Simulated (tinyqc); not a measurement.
Standing waves and exposure in a photoresist film: sweeps and comparisons. A value that a table varies takes the place of the one given here.

Normal incidence from air. Unexposed resist: N1 = n1 + i k1 with k1 = (A + B) lam/(4 pi), lam in micrometres. r01 = (1 - N1)/(1 + N1), t01 = 2/(1 + N1). Substrate Ns = ns + i ks: r12 = (N1 - Ns)/(N1 + Ns). With p = exp(2 pi i N1 d/lam), the field at depth z is E(z) = t01 [exp(2 pi i N1 z/lam) + r12 p^2 exp(-2 pi i N1 z/lam)]/(1 + r01 r12 p^2), the relative intensity I(z) = n1 |E(z)|^2 and the reflectance R = |(r01 + r12 p^2)/(1 + r01 r12 p^2)|^2.

Inputs chosen for the exercise (a resist on Al, indices near tabulated ones; not measured data):
```
symbol  value  unit          meaning
lam     248    nm            vacuum wavelength
n1      1.728                resist index
A       0.14   1/micrometre  bleachable absorption (Dill A)
B       0.61   1/micrometre  fixed absorption (Dill B)
d       282    nm            resist thickness
ns      0.188                substrate n
ks      2.947                substrate k
```

## Swing of the coupled dose with resist thickness

The mean of I is taken over 800 depths; the relative dose to clear is taken as 1/(mean of I over the lowest period, 60 depths), scaled to 1 in the first row.

Swing:
```
d (nm),R,mean I,relative dose
282.0,0.7184,1.0604,1.000
294.0,0.6082,1.4223,0.734
305.9,0.3984,2.1246,0.502
317.9,0.4070,2.0423,0.541
329.8,0.5912,1.3689,0.817
341.8,0.6817,1.0315,1.064
353.8,0.6728,1.0248,1.038
365.7,0.5537,1.3571,0.775
377.7,0.3340,1.9771,0.542
389.6,0.3462,1.8992,0.580
401.6,0.5425,1.2970,0.859
413.6,0.6403,0.9924,1.105
425.5,0.6309,0.9903,1.080
```

The period is 71.8 nm, six rows. The relative dose swings between 0.502 and 1.105, a ratio (max - min)/mean of 0.737, against the estimate 4 sqrt(|r01|^2 |r12|^2) exp(-(A + B) d) = 0.811 for the oscillating part alone; the ratio from the table also holds the slow rise from absorption, 8.0 % over two periods, so the two are not strictly comparable. The dose is least sensitive to thickness at an extremum; the lowest dose listed is at 305.9 nm.

## What moves the exposure

The mean of I is over 800 depths. Each row changes one parameter from the base and keeps the others.

Results:
```
case,|r12|^2,R,mean I,I at the bottom
base,0.8815,0.7184,1.0604,0.5273
d = 292 nm,0.8815,0.6356,1.3300,0.6718
n1 = 1.745,0.8811,0.7068,1.1014,0.5597
B = 0.81 1/micrometre,0.8780,0.6704,1.0247,0.5063
ks = 2.652,0.8649,0.7057,1.0723,0.6210
ns = 0.207,0.8717,0.7135,1.0571,0.5250
```

The largest shifts from the base row, up to three for each result and ties (the steps differ in size, so this ranks the rows, not the parameters). |r12|^2: ks -0.0166, ns -0.0098, B -0.0035; unchanged at the printed digits by d. R: d -0.0827, B -0.0480, ks -0.0127. mean I: d +0.2696, n1 +0.0410, B -0.0357. I at the bottom: d +0.1445, ks +0.0937, n1 +0.0324.

Computed by tinyqc, a small Python program: `OMP_NUM_THREADS=1 python tinyqc.py 1650983 1650984 out.jsonl` (the numbers bound the seed that draws the inputs); one thread of a shared host (Intel(R) Xeon(R) Processor @ 2.30GHz), about 0.01 s for the whole set of steps.
